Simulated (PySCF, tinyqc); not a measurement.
Inside a calculation. Method: CCD on RHF in the sto-3g basis, for H4, spin multiplicity 1. The lowest restricted solution is unstable here: a spin-polarised one lies 0.0550 hartree lower (PySCF). One step of it, computed by the program tinyqc.

Question. Iteration 1: building the Fock matrix. J_ij = sum D_kl (ij|kl), K_ij = sum D_kl (ik|jl); F = H + J - 0.5 K; E = tr D H + tr D J / 2 - 0.25 tr D K + E_nn.

D at the start, lower triangle:
```
          1H 1s     2H 1s     3H 1s     4H 1s
1H 1s  0.966744
2H 1s  0.093788  0.898683
3H 1s  0.022448  0.098242  0.898683
4H 1s  0.011937  0.022448  0.093788  0.966744
```

core Hamiltonian H = T + V (hartree), lower triangle:
```
           1H 1s      2H 1s      3H 1s      4H 1s
1H 1s  -1.316664
2H 1s  -0.723693  -1.744570
3H 1s  -0.230039  -1.224665  -1.744570
4H 1s  -0.024061  -0.230039  -0.723693  -1.316664
```

Two-electron integrals (ij|kl) in chemists' order, unique and non-zero (hartree):
```
(11|11) 0.774606   (21|11) 0.222789   (21|21) 0.088430   (22|11) 0.414856
(22|21) 0.222789   (22|22) 0.774606   (31|11) 0.049979   (31|21) 0.021860
(31|22) 0.063249   (31|31) 0.005993   (32|11) 0.190327   (32|21) 0.103582
(32|22) 0.385516   (32|31) 0.033416   (32|32) 0.232167   (33|11) 0.256433
(33|21) 0.137790   (33|22) 0.530567   (33|31) 0.049979   (33|32) 0.385516
(33|33) 0.774606   (41|11) 0.003381   (41|21) 0.001642   (41|22) 0.005315
(41|31) 0.000499   (41|32) 0.003150   (41|33) 0.005315   (41|41) 0.000047
(42|11) 0.026448   (42|21) 0.013775   (42|22) 0.049979   (42|31) 0.004669
(42|32) 0.033416   (42|33) 0.063249   (42|41) 0.000499   (42|42) 0.005993
(43|11) 0.076545   (43|21) 0.038411   (43|22) 0.137790   (43|31) 0.013775
(43|32) 0.103582   (43|33) 0.222789   (43|41) 0.001642   (43|42) 0.021860
(43|43) 0.088430   (44|11) 0.161875   (44|21) 0.076545   (44|22) 0.256433
(44|31) 0.026448   (44|32) 0.190327   (44|33) 0.414856   (44|41) 0.003381
(44|42) 0.049979   (44|43) 0.222789   (44|44) 0.774606
```

nuclear repulsion = 2.17485825 hartree

Give: Coulomb J; exchange K; Fock matrix F; total energy of this density.

Answer.

Coulomb J (hartree), lower triangle:
```
        1H 1s   2H 1s   3H 1s   4H 1s
1H 1s  1.6057
2H 1s  0.6592  1.9705
3H 1s  0.1894  1.1485  1.9705
4H 1s  0.0174  0.1894  0.6592  1.6057
```

exchange K (hartree), lower triangle:
```
        1H 1s   2H 1s   3H 1s   4H 1s
1H 1s  0.8823
2H 1s  0.5160  1.1271
3H 1s  0.2342  0.8496  1.1271
4H 1s  0.0462  0.2342  0.5160  0.8823
```

Fock matrix F (hartree), lower triangle:
```
         1H 1s    2H 1s    3H 1s    4H 1s
1H 1s  -0.1522
2H 1s  -0.3225  -0.3376
3H 1s  -0.1577  -0.5010  -0.3376
4H 1s  -0.0298  -0.1577  -0.3225  -0.1522
```

total energy of this density = -1.500161 hartree

This density is the starting one; it is not idempotent, so its energy is not variational and may lie below the converged one.
